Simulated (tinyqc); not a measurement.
Solubility, supersaturation, precipitation and gettering of an impurity in a silicon-like host: one step, computed by the program tinyqc.

The wafer was saturated at T1 and is then held at T.

Problem. Solubility, diffusivity, supersaturation. C_eq(T) = N0 exp(S/k_B - H/(k_B T)); D(T) = D0 exp(-Q/(k_B T)); C0 = C_eq(T1). Supersaturation s = C0/C_eq(T); critical radius r* = 2 gamma/(C_p k_B T ln s); barrier W* = (4 pi/3) gamma r*^2. Strain energy is left out.

Inputs (values chosen for the exercise, for a model impurity):
```
quantity                                   value    unit
site density N0                            5e+22  1/cm^3
enthalpy of solution H                      2.85      eV
entropy of solution S                        7.5     k_B
diffusion prefactor D0                   0.00086  cm^2/s
migration energy Q                         0.557      eV
temperature of saturation T1                1350       K
anneal temperature T                         918       K
impurity density in the precipitate C_p    4e+22  1/cm^3
interface energy gamma                      0.69   J/m^2
```

Constants: k_B = 8.617333262e-05 eV/K; k_B = 1.380649e-23 J/K.

Give: C0; C_eq(T); D(T); supersaturation s; critical radius r*; W*/(k_B T).

Solution.

C0 = 2.073e+15 1/cm^3

C_eq(T) = 2.041e+10 1/cm^3

D(T) = 7.527e-07 cm^2/s

supersaturation s = 1.016e+05

critical radius r* = 0.2361 nm

W*/(k_B T) = 12.71

Caution: the barrier to homogeneous nucleation is below 35 k_B T for these inputs, so new precipitates would form and outnumber the fixed sinks assumed here. Caution: a critical radius of atomic size is outside the capillary model.
